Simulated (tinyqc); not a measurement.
# Haynes-Shockley experiment: what a collector records, against the lifetime

A sheet injected at x = 0, t = 0 gives at x = L the signal n(t) = N0 exp(-t/tau - (L - v t)^2/(4 D t))/sqrt(4 pi D t), D = mu Vt, v = mu F. Its peak lies at tp = [-D + sqrt(D^2 + u^2 L^2)]/u^2, u^2 = v^2 + 4 D/tau; dt is the full width at half height. Simple readings: mobility L/(F tp), diffusion coefficient (L dt/tp)^2/(16 ln 2 tp). Area v times the integral of n over N0: (v/u) exp(L (v - u)/(2 D)).

Values chosen for this exercise:
- T = 350 K (temperature)
- mu = 1910 cm^2/(V s) (minority-carrier mobility)
- F = 11 V/cm (sweep field along the drift)
- L = 160 um (distance from injector to collector)

Constants: q = 1.602176634e-19 C, kB = 1.380649e-23 J/K, Vt = kB T/q. Results are converted to the units shown.

The same in every row: L/v (us) = 0.7615.

Results:
```
tau (s),tp (us),dt (us),apparent mobility (cm^2/(V s)),apparent D (cm^2/s),area,exp(-L/(v tau))
1e-7,0.2851,0.2550,5102,64.76,0.005128,4.928e-4
2e-7,0.3663,0.3782,3971,67.18,0.03809,0.02220
5e-7,0.4726,0.5686,3078,70.69,0.1997,0.2180
1e-6,0.5375,0.7009,2706,73.03,0.4099,0.4669
3e-6,0.6004,0.8413,2423,75.48,0.7233,0.7758
1e-5,0.6287,0.9083,2314,76.64,0.9043,0.9267
3e-5,0.6375,0.9298,2281,77.01,0.9667,0.9749
```

Estimate the missing row, tau = 6e-6 s.

Computed row:
```
tau (s),tp (us),dt (us),apparent mobility (cm^2/(V s)),apparent D (cm^2/s),area,exp(-L/(v tau))
6e-6,0.6202,0.8879,2345,76.29,0.8471,0.8808
```

With this row back in the table: True values: mu = 1910 cm^2/(V s), D = 57.6 cm^2/s. The apparent mobility is 2.67 times the true one in the first row and 19 % above it in the last, and the apparent D 12 % above and 34 % above D. The peak always comes before L/v, since spreading and decay both weigh down the later part of the signal; the shift is 63 % and 16 % in these rows.

tinyqc, about 0.01 s, one thread, Intel Xeon 2.30GHz (shared host): `OMP_NUM_THREADS=1 python tinyqc.py 2310126 2310127 out.jsonl`
